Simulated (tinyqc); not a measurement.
Growth with time: grain growth, pinning, strength and diffusional creep of a polycrystal or thin film. Computed by tinyqc, a small Python program. Command: `OMP_NUM_THREADS=1 python tinyqc.py 3002405 3002406 out.jsonl grain walk`. One thread of a shared host (Intel(R) Xeon(R) Processor @ 2.30GHz), about 0.01 s of CPU time with the checks.

One mean grain size d describes the structure.

Inputs (values chosen for the exercise, modelled on aluminium):

| quantity | value | unit |
|---|---|---|
| boundary energy gamma | 0.3 | J/m^2 |
| mobility prefactor M0 | 1e-05 | m^4/(J s) |
| activation energy of boundary motion Q_m | 1.05 | eV |
| anneal temperature T | 515 | K |
| initial grain size d0 | 150 | nm |
| particle volume fraction f | 0.0069 | - |
| particle radius r | 3.5 | nm |

Sample: bulk.

Constants: k_B = 8.617333262e-05 eV/K.

Method. M = M0 exp(-Q_m/(k_B T)). The driving pressure is 2 gamma/d. Zener pinning pressure 3 f gamma/(2 r) stops growth at d_Z = 4 r/(3 f). The limit is d_lim = d_Z. dd/dt = 2 M gamma (1/d - 1/d_lim) integrates to 2 M gamma t = d_lim (d0 - d) + d_lim^2 ln[(d_lim - d0)/(d_lim - d)]; without pinning d^2 = d0^2 + 4 M gamma t.

limit d_lim = 676.329 nm

mobility M = 5.30547e-16 m^4/(J s)

At T:

| t (s) | free growth (nm) | pinned growth (nm) | d/d_lim |
|---|---|---|---|
| 2.2 | 154.6 | 153.58 | 0.22708 |
| 7.2 | 164.6 | 161.33 | 0.23854 |
| 22 | 191.1 | 181.81 | 0.26883 |
| 72 | 261.4 | 234.55 | 0.34680 |
| 220 | 403.2 | 330.50 | 0.48867 |
| 720 | 693.5 | 480.79 | 0.71088 |
| 2200 | 1193.0 | 619.46 | 0.91591 |
| 7200 | 2146.3 | 674.71 | 0.99761 |

The apparent exponent d ln d/d ln t of the pinned growth is at most about 0.32, below the ideal 1/2, and falls to 0.072 in the last rows: the initial size hides the law early and pinning hides it late.
